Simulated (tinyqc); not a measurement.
## Thickness of the second layer from the transmission

Problem. A two-layer stack carries the voltage V: F1 = V/(t1 + t2 eps1/eps2), F2 = F1 eps1/eps2; U = phi1 - F1 x in layer 1 and phi2 - F1 t1 - F2 (x - t1) in layer 2. T = exp(-S) at E = 0, C = hbar^2/(2 m0). Each layer adds (2/F) sqrt(m/C) [G(u at its left edge) - G(u at its right edge)] to S, with u = U - E (0 where negative) and G(u) = (2/3) u^1.5. Find t2, known to lie between 0.3 and 6 nm, and F1.

Inputs (values chosen for the exercise): barrier of layer 1 above the emitter Fermi level at zero bias phi1 = 2.99 eV; tunnelling mass of layer 1 m1 = 0.48 m0; thickness of layer 1 t1 = 1 nm; relative permittivity of layer 1 eps1 = 3.75; barrier of layer 2 at zero bias phi2 = 1.52 eV; tunnelling mass of layer 2 m2 = 0.19 m0; relative permittivity of layer 2 eps2 = 21; voltage across the dielectric V = 0.5 V.

Constants: q = 1.602176634e-19 C, hbar = 1.054571817e-34 J s, m0 = 9.1093837015e-31 kg, hbar^2/(2 m0) = 0.0380998212 eV nm^2. Results are converted to the units shown.

T at E = 0 = 1.4705228e-10

Solution. Over that range S rises steadily with t2, so S = -ln T has one root, found by bisection.

t2 = 2.30 nm
F1 = 3.54 MV/cm

Program tinyqc, `OMP_NUM_THREADS=1 python tinyqc.py 2540046 2540047 out.jsonl`; Intel Xeon 2.30GHz, shared host, one thread, about 0.03 s.
